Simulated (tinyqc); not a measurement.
Germanium share from the critical thickness.

Problem. Critical thickness (Matthews-Blakeslee, 60-degree dislocations): h = bv (1 - nu/4)[ln(h/bv) + 1]/(4 pi e_par (1 + nu)), nu = c12/(c11 + c12). e_par = b1 x. Find e_par and x.

Values chosen for this exercise: lattice mismatch per unit x b1 = 0.0418; elastic constant c11 = 165 GPa; elastic constant c12 = 64.9 GPa; Burgers vector bv = 0.384 nm.

critical thickness = 36.852946 nm

Answer. For given h the relation is explicit in the strain.

e_par = 0.3344 %
x = 0.08000

Computed by the program tinyqc: `OMP_NUM_THREADS=1 python tinyqc.py 2530109 2530110 out.jsonl`, one thread of a shared Intel Xeon 2.30GHz, about 0.01 s for the whole run.
